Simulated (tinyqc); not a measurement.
Off-state leakage of single and stacked transistors: two steps of the calculation.

n-channel devices of unit width. Subthreshold current I(Vg, Vs, Vd) = I0 (T/300 K)^0.5 exp[(Vg - Vs - VT(T) - gb (Vs - Vb) + dd (Vd - Vs))/(nf Vt)] (1 - exp(-(Vd - Vs)/Vt)), VT(T) = VT - cT (T - 300 K). Gate-edge tunnelling Ig (Vd/1 V) exp(ag (Vd - 1 V)), for a gate at 0 V, and band-to-band leakage Ab u exp(-Bb/u), u = Vd - Vb + 1 V, flow at a drain held at V; both are taken as independent of T. In a stack of off transistors (all gates at 0 V) the same subthreshold current passes through each.

Values chosen for this exercise; values of the order met in bulk silicon logic transistors:

| symbol | value | unit | meaning |
|---|---|---|---|
| T | 300 | K | temperature |
| V | 0.8 | V | supply voltage |
| VT | 0.47 | V | threshold at 300 K, zero drain and body bias |
| cT | 0.7 | mV/K | fall of the threshold with temperature |
| I0 | 0.94 | uA/um | current at threshold at 300 K |
| nf | 1.49 |  | slope factor |
| dd | 0.09 |  | drain-induced lowering per volt |
| gb | 0.09 |  | rise of the threshold per volt of source-body bias |
| Ig | 2e-6 | uA/um | gate-edge tunnelling current at 1 V |
| ag | 3.8 | 1/V | exponential slope of the gate current |
| Ab | 100 | uA/(um V) | prefactor of band-to-band leakage at the drain |
| Bb | 24 | V | its exponential voltage |
| Vb | 0 | V | body voltage |

Constants: q = 1.602176634e-19 C, kB = 1.380649e-23 J/K, Vt = kB T/q. Results are converted to the units shown.

Problem 1. Leakage of one transistor. Vg = Vs = 0, Vd = V; effective threshold VT(T) - gb Vb - dd V.

Wanted: effective threshold; parts; total; shares.

Solution 1.

effective threshold = 0.3980 V
parts (nA/um): subthreshold 0.03061, gate edge 7.483e-4, band-to-band 0.2915
total = 0.3229 nA/um
shares (%): subthreshold 9.479, gate edge 0.2317, band-to-band 90.29

The band-to-band part is the largest.

Problem 2. New Vx. Stack of two, Vx the node between them: I_low = I(0, 0, Vx), I_up = I(0, Vx, V), f = ln(I_up/I_low), f' = -(1 + gb + 2 dd)/(nf Vt) - 1/(Vt (exp(Vx/Vt) - 1)) - 1/(Vt (exp((V - Vx)/Vt) - 1)), Vx(new) = Vx - f/f'.

Vx after iteration 1 = 0.059825641 V

Give: I_low; I_up; f; f'; Vx after iteration 2.

Solution 2.

I_low = 0.004893 nA/um
I_up = 0.004896 nA/um
f = 7.957e-4
f' = -37.21 1/V
Vx after iteration 2 = 0.05985 V

Numbers from tinyqc (`OMP_NUM_THREADS=1 python tinyqc.py 2242271 2242272 out.jsonl`; about 0.03 s on one thread of a shared Intel Xeon 2.30GHz).
